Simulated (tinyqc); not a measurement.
Inside a calculation. Method: harmonic frequencies on the UHF/sto-3g surface (energies and gradients from PySCF), for H4+, spin multiplicity 2. One step of it, computed by the program tinyqc.

Problem. Normal modes. Diagonalise H_ij / sqrt(m_i m_j); the 6 smallest eigenvalues belong to translations and rotations; wavenumber = sqrt(eigenvalue / 1822.888) x 219474.63; each mode has its largest component positive (the first on a tie); zero-point energy = sum of wavenumbers / 2, with 349.755 1/cm per kcal/mol. A mass of 2.014 u marks deuterium.

Hessian (symmetrised) (hartree/bohr^2), lower triangle:
```
,1Hx,1Hy,1Hz,2Hx,2Hy,2Hz,3Hx,3Hy,3Hz,4Hx,4Hy,4Hz
1Hx,0.00199722
1Hy,0.00396303,0.04127657
1Hz,0.01264217,0.05051965,0.27136784
2Hx,0.00086753,-0.00122252,-0.01093035,0.00181417
2Hy,0.00008054,0.01421149,-0.01605670,0.00176498,0.03073474
2Hz,-0.01277402,-0.05126415,-0.27121300,0.01070871,0.00605212,0.28204059
3Hx,0.00286068,-0.00105998,-0.00081401,0.00294215,-0.00082201,0.00105914,0.00675325
3Hy,-0.00178434,-0.01895943,-0.01714233,-0.00009768,-0.01437983,0.02185271,0.00473648,0.10497149
3Hz,0.00021120,0.00238932,0.00526590,0.00003408,0.00232413,0.00057828,-0.00052949,-0.01160258,0.00866620
4Hx,-0.00572530,-0.00168052,-0.00089773,-0.00562371,-0.00102345,0.00100607,-0.01255613,-0.00285418,0.00028418,0.02390492
4Hy,-0.00225907,-0.03652792,-0.01731784,-0.00044488,-0.03056577,0.02335643,-0.00285433,-0.07162811,0.00688876,0.00555794,0.13871631
4Hz,-0.00007954,-0.00164677,-0.00542331,0.00018766,0.00768096,-0.01140465,0.00028415,0.00688778,-0.01450968,-0.00039221,-0.01292149,0.03133829
```

masses (u): 1H 1.007825, 2H 2.014102, 3H 2.014102, 4H 1.007825

Give: eigenvalues of the mass-weighted Hessian; harmonic wavenumbers of the vibrations; mass-weighted modes; zero-point energy.

Solution.

eigenvalues of the mass-weighted Hessian (hartree/(bohr^2 u)): 0.0000  0.0000  0.0000  0.0000  0.0000  0.0000  0.0095  0.0287  0.0369  0.0567  0.1686  0.4203

harmonic wavenumbers of the vibrations (1/cm): 500.2  870.3  987.8  1223.7  2110.9  3332.6

mass-weighted modes:
```
,mode 1,mode 2,mode 3,mode 4,mode 5,mode 6
1Hx,-0.0326,-0.2140,-0.0121,-0.0258,-0.0055,0.0383
1Hy,-0.6219,0.0112,-0.1253,-0.5880,-0.1724,0.1697
1Hz,-0.0019,0.0079,-0.1499,0.1357,0.0960,0.7953
2Hx,0.0275,-0.1515,-0.0009,-0.0203,-0.0082,-0.0220
2Hy,0.6514,0.0079,0.1635,-0.3597,-0.1291,-0.0165
2Hz,-0.1783,0.0056,-0.2549,-0.0408,-0.0396,-0.5709
3Hx,0.0047,-0.3355,-0.0162,0.0328,-0.0181,-0.0016
3Hy,-0.1249,0.0177,-0.1223,0.6904,-0.3762,-0.0357
3Hz,0.3052,0.0124,-0.2636,-0.0927,0.0452,0.0066
4Hx,-0.0130,0.9025,0.0362,0.0082,0.0427,-0.0049
4Hy,-0.1224,-0.0473,0.0671,0.1206,0.8867,-0.0960
4Hz,-0.1773,-0.0334,0.8829,0.0531,-0.1039,0.0023
```

zero-point energy = 12.9024 kcal/mol
